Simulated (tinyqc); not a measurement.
## Metal gate on a two-layer dielectric stack with fixed charge and a dipole: flat band against the thickness t1

Gate, layer 2, layer 1, p-type semiconductor; x runs from the gate inwards. Charges are counted in units of +q. psi is the band bending at the surface, positive towards inversion. Classical charge, Boltzmann statistics, no interface traps.

EOT = 3.9 (t1/e1 + t2/e2), Cox = eps0/(t1/e1 + t2/e2); phi_ms = pM - (chi + Eg - Vt ln(Nv/Na)). Vfb = phi_ms + Vd - (q/eps0) [Q1 (t1/e1 + t2/e2) + Q2 t2/e2 + r1 (t1^2/(2 e1) + t1 t2/e2) + r2 t2^2/(2 e2)]: each charge counts with its electrical distance from the gate. ni = sqrt(Nc Nv) exp(-Eg/(2 Vt)), Eg in volts, pB = Vt ln(Na/ni), Vth = Vfb + 2 pB + sqrt(4 q eps0 eps_r Na pB)/Cox.

Parameters, values chosen for the exercise; band and dielectric values close to those of silicon, layer 1 close to aluminium oxide, layer 2 close to hafnium oxide:

| symbol | value | unit | meaning |
|---|---|---|---|
| T | 300 | K | temperature |
| Eg | 1.13 | eV | band gap |
| eps_r | 11.6 |  | relative permittivity |
| Nc | 2.83e19 | cm^-3 | conduction-band density of states at T |
| Nv | 2.63e19 | cm^-3 | valence-band density of states at T |
| chi | 4.07 | eV | electron affinity |
| Na | 2.4e18 | cm^-3 | acceptor density |
| pM | 4.27 | eV | work function of the gate metal |
| e1 | 9.15 |  | relative permittivity of layer 1 |
| t2 | 6 | nm | thickness of layer 2, next to the gate |
| e2 | 22.1 |  | relative permittivity of layer 2 |
| Q1 | 1.1e11 | cm^-2 | fixed charge at the semiconductor interface |
| Q2 | 4.5e12 | cm^-2 | fixed charge between the layers |
| r1 | 0 | cm^-3 | uniform charge density in layer 1 |
| r2 | 0 | cm^-3 | uniform charge density in layer 2 |
| Vd | -0.08 | V | flat-band shift by a dipole layer between the layers |

Constants: q = 1.602176634e-19 C, kB = 1.380649e-23 J/K, Vt = kB T/q, eps0 = 8.8541878128e-14 F/cm where lengths are in cm. Results are converted to the units shown.

Flat band against the thickness t1:
```
t1 (nm)  EOT (nm)  Vfb (V)  Vth (V)
0.5         1.272   -1.176   0.1567
1           1.485   -1.177   0.2106
1.5         1.698   -1.178   0.2645
2           1.911   -1.179   0.3184
2.5         2.124   -1.180   0.3722
3           2.338   -1.181   0.4261
3.5         2.551   -1.182   0.4800
4           2.764   -1.183   0.5339
```

What does the table show?

Vfb falls from -1.176 to -1.183 V and Vth rises from 0.157 to 0.534 V. The slope dVfb/dEOT is -5.10 mV/nm between the first two rows and -5.10 between the last two: a straight line, set by the charge below the growing layer, which reads as 1.10e11 cm^-2. A line through the end rows meets EOT = 0 at -1.17 V, against phi_ms + Vd = -0.948 V; an effective work function read from it is off by -301 mV from pM.

tinyqc, about 0.01 s, one thread, Intel Xeon 2.30GHz (shared host): `OMP_NUM_THREADS=1 python tinyqc.py 2010147 2010148 out.jsonl`
